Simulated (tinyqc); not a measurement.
Worked calculation: atomic layer deposition: Langmuir saturation, growth per cycle and coating of deep features. Computed by tinyqc, a small Python program that keeps every step. Command: `OMP_NUM_THREADS=1 python tinyqc.py 3010379 3010380 out.jsonl ald walk`. One thread of a shared host (Intel(R) Xeon(R) Processor @ 2.30GHz), about 0.01 s of CPU time with the checks. Intermediate numbers are printed to about 5 digits and carried at full precision; extremes and crossings named in words are read from the listed rows.

Precursor A sticks only on free sites, so a long enough pulse saturates; co-reactant B then frees the sites again.

Inputs (values chosen for the exercise, modelled on aluminium oxide from trimethylaluminium and water):
```
quantity,value,unit
precursor mass M,72,u
site density q,4.5,1/nm^2
growth per cycle at saturation G,1,angstrom
sticking probability beta on free sites,0.00031,-
precursor pressure p,1.1,Pa
temperature T,275,C
pulse time t,1,s
co-reactant completion per pulse c_B,0.95,-
desorption energy E_d,1.73,eV
purge time t_p,7.3,s
aspect ratio a,39,-
```

Feature: round hole.

Constants: u = 1.6605390666e-27 kg; k_B = 1.380649e-23 J/K; k_B = 8.617333262e-05 eV/K.

## Flux and saturation time

Wall flux F = p/sqrt(2 pi M k_B T); rate of filling k_a = beta F/q; desorption k_d = 1e13 exp(-E_d/(k_B T)) per second. 1/m^2 = 1e-18/nm^2. Temperatures in kelvin are T(C) + 273.15.

flux F = 14589 1/(nm^2 s)

k_a = 1.0050 1/s

k_d = 0.0012420 1/s

time to 99 % without desorption, ln(100)/k_a = 4.5822 s

## The first four cycles

One cycle from coverage th0: pulse A gives th1 = th_s + (th0 - th_s) exp(-(k_a + k_d) t), th_s = k_a/(k_a + k_d); the purge leaves th2 = th1 exp(-k_d t_p); pulse B converts c_B th2 into film and leaves th3 = (1 - c_B) th2. Growth = G c_B th2. Start from th0 = 0.

Cycles:
```
cycle,th0,th1,th2,th3,growth (angstrom)
1,0.000000,0.63363,0.62791,0.031396,0.59652
2,0.031396,0.64511,0.63929,0.031964,0.60732
3,0.031964,0.64532,0.63949,0.031975,0.60752
4,0.031975,0.64532,0.63950,0.031975,0.60752
```

## Steady growth per cycle

The periodic state has th0 = th3: th0 = (1 - c_B) e_p th_s (1 - e_a)/(1 - (1 - c_B) e_p e_a), with e_a = exp(-(k_a + k_d) t), e_p = exp(-k_d t_p). Share of impinging molecules used = q (th1 - th0)/(F t).

coverage after pulse A = 0.64532

growth per cycle = 0.60752 angstrom

share of impinging molecules used = 1.8919e-04

The pulse is 1.01 filling times long: not fully saturated, so thickness still depends somewhat on the local dose.

## Exposure for a deep feature

Diffusion-limited filling (Gordon) of a round hole of diameter w: a saturation front at depth z needs dz/dt = D_K n/(z (4q/w)), with Knudsen D_K = w c/3 and F = n c/4; including the entrance and floor terms, t = (q/F)(1 + 19a/4 + 3a^2/2). Reaction-limited filling needs ln(100)/k_a at any depth, k_a = beta F/q. Flow is molecular. The front picture holds when the modulus a sqrt(beta) is well above 1. Depth reached by the given pulse: solve the same formula for a. Exposure = p x diffusion-limited time; 1 langmuir = 1.33322e-4 Pa s.

diffusion-limited time = 0.76119 s

exposure = 6280.4 langmuir

modulus = 0.68667

aspect ratio reached by the front in time t = 44.926

Diffusion needs 0.761 s and reaction 4.58 s: the surface reaction limits, though depth still lags the mouth. Caution: the modulus is not well above 1 or the Gordon time is under three times ln(100)/k_a, so there is no sharp front: the Gordon time is only a lower bound and the reaction time must be met as well. Caution: the pulse is shorter than ln(100)/k_a, so even the open surface is not saturated and the depth reached has no meaning. Caution: the depth reached is formal here: it is under 2/sqrt(beta), so no sharp front has formed.

## Coverage along the feature as the dose grows

Continuum model with steady gas transport: d2n/dz2 = 3 beta (1 - th) n/d_h^2 (d_h the hydraulic diameter, n = 1 at the mouth, no flux at the floor, 60 cells), d th/dt = beta F n (1 - th)/q; no desorption. Times are multiples of the larger of the Gordon time and ln(100)/k_a.

Coverage:
```
multiple,t (s),top cell,quarter depth,half depth,three quarters,floor cell
0.05,0.2291,0.204,0.169,0.144,0.129,0.124
0.10,0.4582,0.367,0.313,0.273,0.249,0.241
0.20,0.9164,0.600,0.537,0.487,0.455,0.444
0.40,1.8329,0.840,0.799,0.763,0.739,0.730
0.60,2.7493,0.936,0.917,0.899,0.886,0.881
0.80,3.6658,0.975,0.966,0.958,0.953,0.951
1.00,4.5822,0.990,0.986,0.983,0.981,0.980
1.30,5.9569,0.997,0.997,0.996,0.995,0.995
```

At a multiple of 0.2 the coverage is 0.60 at the top and 0.44 at the floor. The coverage falls gradually with depth, without a sharp front. In the last row the floor reaches 0.995.

Checks made by the program: periodic state against 400 explicit cycles (relative difference below 1e-10).
